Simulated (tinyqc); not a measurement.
From results back to parameters: plasmons of a degenerate electron gas in the random-phase approximation. Five cases, with inputs chosen for the exercise.

Problem. At small q the plasmon follows E = Ep + B q^2 with B = (3/10)(hbar vF)^2/Ep, hbar vF = 2 c kF/m; n and m are hidden.

Zero temperature, parabolic band: kF = (3 pi^2 n)^(1/3), EF = c kF^2/m, Ep^2 = 8 pi c e2 n/(m eb), qTF^2 = 6 pi e2 n/(eb EF), c = hbar^2/2m0, e2 = e^2/(4 pi eps0), n in 1/angstrom^3 (1e-24 per 1/cm^3).

Constants: hbar^2/2m0 = 3.80998211 eV angstrom^2; e^2/(4 pi eps0) = 14.39964547 eV angstrom.

Case 1.

Values chosen (out of a larger set: mass and background constant near those of GaAs; polar phonons, which mix with the plasmon in the real crystal, and the rise of the mass with filling are left out; not measured data): eb = 10.9 (background dielectric constant).

Ep = 61.6805 meV
B = 97.0219 eV angstrom^2

Case 2.

Values chosen (out of a larger set: mass and background constant near those of InAs; polar phonons, which mix with the plasmon in the real crystal, and the rise of the mass with filling are left out; not measured data): eb = 12.9 (background dielectric constant).

Ep = 63.3952 meV
B = 403.760 eV angstrom^2

Case 3.

Values chosen (out of a larger set: a free-electron density near that of Na; not measured data): eb = 1 (background dielectric constant).

Ep = 6.03336 eV
B = 2.44992 eV angstrom^2

Case 4.

Values chosen (out of a larger set: a free-electron density near that of Al; not measured data): eb = 1 (background dielectric constant).

Ep = 15.8414 eV
B = 3.37984 eV angstrom^2

Case 5.

Values chosen (out of a larger set: a free-electron density near that of Li; not measured data): eb = 1 (background dielectric constant).

Ep = 8.03305 eV
B = 2.69520 eV angstrom^2

Find: hbar vF; kF; n; m.

Solution. hbar vF = sqrt(B Ep/0.3); Ep^2 = (4 e2/(3 pi eb)) kF^2 hbar vF gives kF, then n and m.

Case 1.

hbar vF = 4.466 eV angstrom
kF = 0.03898 1/angstrom
n = 2.00e+18 1/cm^3
m = 0.067 m0

Case 2.

hbar vF = 9.237 eV angstrom
kF = 0.03031 1/angstrom
n = 9.40e+17 1/cm^3
m = 0.025 m0

Case 3.

hbar vF = 7.019 eV angstrom
kF = 0.9212 1/angstrom
n = 2.64e+22 1/cm^3
m = 1.000 m0

Case 4.

hbar vF = 13.36 eV angstrom
kF = 1.753 1/angstrom
n = 1.82e+23 1/cm^3
m = 1.000 m0

Case 5.

hbar vF = 8.495 eV angstrom
kF = 1.115 1/angstrom
n = 4.68e+22 1/cm^3
m = 1.000 m0

Computed by tinyqc, one run a case: `OMP_NUM_THREADS=1 python tinyqc.py N N+1 out.jsonl` with N = 1681617, 1681630, 1681639, 1681719, 1681887; one thread of a shared Intel(R) Xeon(R) Processor @ 2.30GHz, about 0.01 s a run at most.
